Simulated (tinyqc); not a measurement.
Ways to average over directions: averaged masses of warped heavy- and light-hole bands.

Four-band hole energies E = c k^2 f(u), c = hbar^2/2m0, f = g1 -/+ 2 sqrt(g2^2 + 3 (g3^2 - g2^2) s), s = ux^2 uy^2 + uy^2 uz^2 + uz^2 ux^2 for the unit vector u; minus for heavy, plus for light holes; the mass along u is 1/f.

Grid: n x n midpoints in cos(theta) from 0 to 1 and phi from 0 to pi/2, equal weights. m_d = <f^(-3/2)>^(2/3). Conductivity mass for one scattering time: 1/m_c = <|w|^2 f^(-5/2)>/<f^(-3/2)> with w = grad_k(k^2 f)/(2 k), that is |w|^2 = f^2 + |angular gradient of f|^2/4.

Parameters, chosen for this exercise (out of a larger set: near those of Si; not measured data):

| symbol | value | unit | meaning |
|---|---|---|---|
| g1 | 4.31 |  | Luttinger gamma1 |
| g2 | 0.34 |  | gamma2 |
| g3 | 1.44 |  | gamma3 |

Heavy and light m_d on grids of growing n, against n = 160; also the three-direction rule <F> = (10 F[100] + 16 F[110] + 9 F[111])/35 and the spherical masses 1/(g1 (1 -/+ mu)), mu = (6 g3 + 4 g2)/(5 g1).

Masses (m0):

| method | heavy | light | error heavy (%) | error light (%) |
|---|---|---|---|---|
| grid n = 1 | 0.6890 | 0.1395 | 35.51 | -9.84 |
| grid n = 2 | 0.5226 | 0.1503 | 2.79 | -2.86 |
| grid n = 3 | 0.5157 | 0.1525 | 1.43 | -1.46 |
| grid n = 5 | 0.5108 | 0.1537 | 0.47 | -0.67 |
| grid n = 10 | 0.5091 | 0.1543 | 0.13 | -0.24 |
| grid n = 160 | 0.5085 | 0.1547 | 0.00 | 0.00 |
| three directions | 0.5266 | 0.1610 | 3.57 | 4.05 |
| spherical | 0.4329 | 0.1585 | -14.86 | 2.43 |
| [100] alone | 0.2755 | 0.2004 | -45.82 | 29.53 |

What does the comparison show, and why?

The heavy mass is within 1 % from grid n = 5 on. Three directions err by +3.57 %, the spherical form by -14.86 % and [100] alone by -45.8 %; for light holes the same three err by +4.05, +2.43 and +29.5 %. The power -3/2 weights the heavy directions near [111], which a mean of f misses.

tinyqc: `OMP_NUM_THREADS=1 python tinyqc.py 1080476 1080477 out.jsonl`; about 0.03 s, one thread, shared Intel(R) Xeon(R) Processor @ 2.30GHz.
